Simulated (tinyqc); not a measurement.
Floating body of a partially depleted SOI transistor: body voltage and kink: one step of the calculation.

Source at 0 V. Channel current Ic = 2 nf K Vt^2 [F(0) - F(Vd)](1 + la Vd), F(V) = ln^2(1 + exp((Vg - VT - nf V)/(2 nf Vt))), VT = VT0 - gb Vb. Saturation voltage Vs = 2 Vt sqrt(F(0)) + 3 Vt, excess Ve = (Vd - Vs + sqrt((Vd - Vs)^2 + 0.0004 V^2))/2, multiplication M1 = Ai Ve exp(-Bl/Ve). Each junction passes D(v) = J1 (exp(v/Vt) - 1) + J2 (exp(v/(2 Vt)) - 1). Bipolar current Ib = bb J1 (exp(Vb/Vt) - 1). The body settles where M1 (Ic + Ib) = D(Vb) + D(Vb - Vd) + Vb/Rb; drain current Id = (1 + M1)(Ic + Ib) - D(Vb - Vd).

Question. New Vb. Current into the body I_in = M1 (Ic + Ib) - D(Vb - Vd), current out I_out = D(Vb) + Vb/Rb; f = ln(I_in/I_out), s = df/dVb by central differences over 1e-5 V, Vb(new) = Vb - f/s.

Inputs (values chosen for the exercise); values of the order met in partially depleted silicon-on-insulator transistors:

| symbol | value | unit | meaning |
|---|---|---|---|
| T | 330 | K | temperature |
| VT0 | 0.34 | V | threshold at zero body voltage |
| gb | 0.24 |  | fall of the threshold per volt of body voltage |
| nf | 1.37 |  | slope factor |
| K | 400 | uA/(V^2 um) | gain factor per width |
| la | 0.03 | 1/V | channel-length modulation factor |
| Ai | 3.38 | 1/V | impact-ionisation prefactor |
| Bl | 6 | V | impact-ionisation voltage |
| J1 | 6.5e-12 | uA/um | diffusion saturation current of each junction |
| J2 | 1.7e-8 | uA/um | recombination saturation current of each junction |
| bb | 0.5 |  | gain of the lateral bipolar transistor on the diffusion current |
| Rb | 8e5 | kohm um | resistance of a weak body tie to the source (1e9 stands for no tie, and the term is then dropped) |
| Vg | 0.4 | V | gate voltage |
| Vd | 2.3 | V | drain voltage |

Constants: q = 1.602176634e-19 C, kB = 1.380649e-23 J/K, Vt = kB T/q. Results are converted to the units shown.

Vb after iteration 1 = 0.58176789 V

Find: Ic; Ve; M1; I_in; I_out; f; s; Vb after iteration 2.

Answer.

Ic = 6.585 uA/um
Ve = 2.065 V
M1 = 0.3818
I_in = 2.515 uA/um
I_out = 0.006183 uA/um
f = 6.008
s = -28.02 1/V
Vb after iteration 2 = 0.7962 V

Range of the model: The multiplication law is an empirical form chosen for the exercise; self-heating and capacitive coupling to the body are left out, and the linear laws are rough once Vb passes about 0.7 V or M1 about 0.1.

Computed by the program tinyqc: `OMP_NUM_THREADS=1 python tinyqc.py 2182255 2182256 out.jsonl`, one thread of a shared Intel Xeon 2.30GHz, about 0.2 s for the whole run.
